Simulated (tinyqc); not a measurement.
From results back to parameters: ellipsoidal valleys in the axes of a wafer and a channel. Three cases, with inputs chosen for the exercise.

Problem. A valley whose axis makes az^2 = 0.666667 with the surface normal has 1/mz = az^2/ml + (1 - az^2)/mt and mz md^2 = ml mt^2. Its confinement and density-of-states masses are given, and ml > mt.

Case 1.

mz, md (m0): 0.2142750  0.2336514

Case 2.

mz, md (m0): 0.2039179  0.2271270

Case 3.

mz, md (m0): 0.2062794  0.2270536

Find: ml mt^2; mt; ml.

Solution. Put ml = (mz md^2)/mt^2 into the first relation and solve for mt below (mz md^2)^(1/3), the value at which ml = mt; a scan of that range finds one root.

Case 1.

ml mt^2 = 0.011698
mt = 0.077 m0
ml = 1.973 m0

Case 2.

ml mt^2 = 0.010519
mt = 0.073 m0
ml = 1.974 m0

Case 3.

ml mt^2 = 0.010634
mt = 0.074 m0
ml = 1.942 m0

Computed by tinyqc, one run a case: `OMP_NUM_THREADS=1 python tinyqc.py N N+1 out.jsonl` with N = 1880195, 1880226, 1880972; one thread of a shared Intel(R) Xeon(R) Processor @ 2.30GHz, about 0.01 s a run at most.
